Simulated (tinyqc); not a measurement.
## Gate sheet resistance from two finger widths

Inverse problem. At low frequency R = Rsh Wf/(3 L) + B/Wf, where B collects the channel and vertical terms. Find Rsh, B and the width of lowest R.

Inputs (values chosen for the exercise):
```
symbol,value,unit,meaning
L,0.95,um,channel length
```

input resistance of single fingers, contacted at one end, of width 1.2 and 8.3 um (ohm): 460.64912  82.282604

Solution. R Wf is a straight line in Wf^2; the minimum of R lies where both terms are equal.

Rsh = 5.50 ohm/square
B = 550 ohm um
width of lowest R = 16.9 um

Computed by the program tinyqc: `OMP_NUM_THREADS=1 python tinyqc.py 2262069 2262070 out.jsonl`, one thread of a shared Intel Xeon 2.30GHz, about 0.01 s for the whole run.
